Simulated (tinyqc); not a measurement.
# Undoped gate-all-around wire MOSFET, analytic charge model: what changes with what

An undoped round wire of radius R under an insulator shell and a surrounding gate; long channel, electrons only, n = ni exp((psi - V)/Vt) with V the quasi-Fermi potential (0 at the source, Vd at the drain), constant mobility, no quantisation. The radial Poisson equation gives n(r) = n(0)/(1 - (1 - b) r^2/R^2)^2 with b = Q0/(Q + Q0). Q is the electron charge per area of the wire surface.

Parameters, values chosen for the exercise; material values close to those of silicon: temperature T = 300 K; band gap Eg = 1.13 eV; relative permittivity of the semiconductor eps_r = 11.5; conduction-band density of states at T Nc = 2.85e19 cm^-3; valence-band density of states at T Nv = 2.64e19 cm^-3; relative permittivity of the gate insulator eox = 9.01; insulator thickness tox = 2 nm; wire radius R = 5 nm; gate work function less that of the intrinsic body dphi = 0.03 V; channel mobility mu = 290 cm^2/(V s); gate length L = 1 um; drain voltage Vd = 0.5 V.

Constants: q = 1.602176634e-19 C, kB = 1.380649e-23 J/K, Vt = kB T/q, eps0 = 8.8541878128e-14 F/cm where lengths are in cm. Results are converted to the units shown.

Each table varies one quantity; the others keep the values above.

## Effect of the wire radius

ni = sqrt(Nc Nv) exp(-Eg/(2 Vt)), Eg in volts; Cox = eps0 eox/(R ln(1 + tox/R)); Q0 = 4 eps0 eps_r Vt/R; V0 = dphi + Vt ln[8 eps0 eps_r Vt/(q ni R^2)]. Q solves Vg - V0 - V = Q/Cox + Vt ln(Q/Q0) + Vt ln(1 + Q/Q0). I = mu (2 pi R/L)[2 Vt (Qs - Qd) + (Qs^2 - Qd^2)/(2 Cox) + Vt Q0 ln((Qd + Q0)/(Qs + Q0))], with Qs at V = 0 and Qd at V = Vd.  I(low) is taken at Vg = 0.3 V, Qs and I(high) at Vg = 1.05 V.

Effect of the wire radius:

| R (nm) | V0 (V) | I(low) (nA) | Qs(high) (nC/cm^2) | I(high) (uA) |
|---|---|---|---|---|
| 1.7 | 0.6081 | 3.312e-4 | 2229 | 1.552 |
| 2.3 | 0.5924 | 6.062e-4 | 2075 | 1.985 |
| 3.3 | 0.5738 | 0.001248 | 1934 | 2.696 |
| 4.6 | 0.5566 | 0.002425 | 1838 | 3.612 |
| 6.4 | 0.5395 | 0.004694 | 1767 | 4.876 |
| 8.9 | 0.5225 | 0.009076 | 1714 | 6.625 |
| 12 | 0.5070 | 0.01650 | 1678 | 8.792 |

As R goes from 1.7 to 12 nm, I(low) rises from 3.31e-4 to 0.0165 nA and I(high) rises from 1.55 to 8.79 uA. On average I(low) goes as R^(2.00) and I(high) goes as R^(0.89). Below threshold the charge is proportional to the cross-section of the body; above it the insulator sets the charge. In every row the surface density at the source at the higher gate voltage passes 0.3 Nc, where Boltzmann statistics fail. For R = 1.7 to 6.4 nm the body is thin enough for quantum confinement, left out here, to raise the threshold.

## Effect of the insulator thickness

Same model as above.

The same in every row: V0 (V) = 0.5523.

Results:

| tox (nm) | I(low) (nA) | Qs(high) (nC/cm^2) | I(high) (uA) |
|---|---|---|---|
| 0.67 | 0.002865 | 4318 | 8.544 |
| 0.96 | 0.002865 | 3225 | 6.566 |
| 1.4 | 0.002865 | 2391 | 5.002 |
| 2.9 | 0.002865 | 1384 | 3.028 |
| 4.2 | 0.002865 | 1070 | 2.386 |
| 6 | 0.002865 | 849.6 | 1.924 |

Estimate the missing row, tox = 2 nm.

Computed row:

| tox (nm) | I(low) (nA) | Qs(high) (nC/cm^2) | I(high) (uA) |
|---|---|---|---|
| 2 | 0.002865 | 1818 | 3.893 |

With this row back in the table: As tox goes from 0.67 to 6 nm, I(low) stays near 0.00286 nA and I(high) falls from 8.54 to 1.92 uA. On average I(low) is independent of tox and I(high) goes as tox^(-0.68). Below threshold no voltage drops over the insulator in this long-channel model, so its thickness does not matter there. In every row the surface density at the source at the higher gate voltage passes 0.3 Nc, where Boltzmann statistics fail. In every row the body is thin enough for quantum confinement, left out here, to raise the threshold.

## Effect of the gate work function less that of the intrinsic body

Same model as above.

Results:

| dphi (V) | V0 (V) | I(low) (nA) | Qs(high) (nC/cm^2) | I(high) (uA) |
|---|---|---|---|---|
| -0.12 | 0.4023 | 0.9251 | 2459 | 6.475 |
| -0.07 | 0.4523 | 0.1366 | 2243 | 5.579 |
| 0.03 | 0.5523 | 0.002865 | 1818 | 3.893 |
| 0.08 | 0.6023 | 4.142e-4 | 1609 | 3.133 |
| 0.13 | 0.6523 | 5.987e-5 | 1404 | 2.452 |
| 0.18 | 0.7023 | 8.655e-6 | 1202 | 1.859 |

Estimate the missing row, dphi = -0.02 V.

Computed row:

| dphi (V) | V0 (V) | I(low) (nA) | Qs(high) (nC/cm^2) | I(high) (uA) |
|---|---|---|---|---|
| -0.02 | 0.5023 | 0.01981 | 2030 | 4.714 |

With this row back in the table: As dphi goes from -0.12 to 0.18 V, I(low) falls from 0.925 to 8.65e-6 nA and I(high) falls from 6.48 to 1.86 uA. V0 rises from 0.402 to 0.702 V. In every row the surface density at the source at the higher gate voltage passes 0.3 Nc, where Boltzmann statistics fail. In every row the body is thin enough for quantum confinement, left out here, to raise the threshold.

Numbers from tinyqc (`OMP_NUM_THREADS=1 python tinyqc.py 2460064 2460065 out.jsonl`; about 0.02 s on one thread of a shared Intel Xeon 2.30GHz).
